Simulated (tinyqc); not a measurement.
Inverter chain driving a load.

N inverters, each f = Hc^(1/N) times larger than the one before: delay tau N (f + pp). Switched capacitance in units of the first input, with output capacitance pp times the input: Hc + (1 + pp)(Hc - 1)/(f - 1).

Values chosen for this exercise:
- Hc = 36 (load over the input capacitance of the chain)
- pp = 1 (parasitic delay of an inverter)
- tau = 3.4 ps (delay unit)

Result of one run:
```
f	delay (ps)	switched capacitance
6.000	47.60	50.00
```

Which number of stages N gave this result: 2, 5, 6 or 7?

N = 2.

The whole series:
```
N	f	delay (ps)	switched capacitance
1	36.00	125.8	38.00
2	6.000	47.60	50.00
3	3.302	43.88	66.41
4	2.449	46.91	84.29
5	2.048	51.81	102.8
6	1.817	57.47	121.7
7	1.669	63.51	140.7
```

The delay goes from 126 through a minimum of 43.9 (at N = 3 among the rows listed) to 63.5 ps. The best stage effort solves pp + rho (1 - ln rho) = 0, rho = 3.59, which gives N = ln Hc/ln rho = 2.80. One stage fewer than the best costs 8.5 % in delay and saves 25 % of the switched capacitance.

Numbers from tinyqc (`OMP_NUM_THREADS=1 python tinyqc.py 2082105 2082106 out.jsonl`; about 0.01 s on one thread of a shared Intel Xeon 2.30GHz).
